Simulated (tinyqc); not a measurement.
Diamond against structures with more neighbours: Stillinger-Weber potential for a tetrahedral semiconductor. Computed by tinyqc, a small Python program. Command: `OMP_NUM_THREADS=1 python tinyqc.py 3027276 3027277 out.jsonl swsi walk`. One thread of a shared host (Intel(R) Xeon(R) Processor @ 2.30GHz), about 0.03 s of CPU time with the checks.

With x = r/sigma: pair term eps A (B x^-4 - 1) exp(1/(x - a)); for each pair of neighbours j, k of atom i, three-body term eps lambda exp(gamma/(x_ij - a) + gamma/(x_ik - a)) (cos theta_jik + 1/3)^2; both vanish beyond x = a. A = 7.049556277, B = 0.6022245584, a = 1.8.

Inputs (values chosen for the exercise, modelled on germanium):

| quantity | value | unit |
|---|---|---|
| energy scale eps | 1.964 | eV |
| length scale sigma | 2.194 | angstrom |
| three-body strength lambda | 28.8 | - |
| gamma | 1.1 | - |

Method. Each structure is relaxed in its neighbour distance d (lowest minimum for d between sigma and 1.7 sigma), with all neighbours inside the cut-off, second shells too where they fall inside.

Energies per atom (eV):

| structure | first neighbours | d (angstrom) | pair | three-body | total | volume (angstrom^3) |
|---|---|---|---|---|---|---|
| diamond | 4 | 2.4627 | -3.9280 | 0.0000 | -3.9280 | 22.995 |
| simple cubic | 6 | 2.8929 | -4.1672 | 1.5628 | -2.6044 | 24.211 |
| bcc | 8 | 3.0963 | -3.6941 | 1.5143 | -2.1798 | 22.851 |
| fcc | 12 | 3.2272 | -3.4667 | 1.5073 | -1.9595 | 23.766 |

The order is diamond < simple cubic < bcc < fcc, the lowest two 1.324 eV apart. Against diamond the pair energy changes by -0.24 (simple cubic), +0.23 (bcc), +0.46 (fcc) eV, while angles away from 109.47 degrees cost 1.56, 1.51, 1.51 eV; the bonds stretch to 3.23 angstrom in fcc to weaken that penalty.

Extremes, crossings and ranges named in words are read from the listed rows.
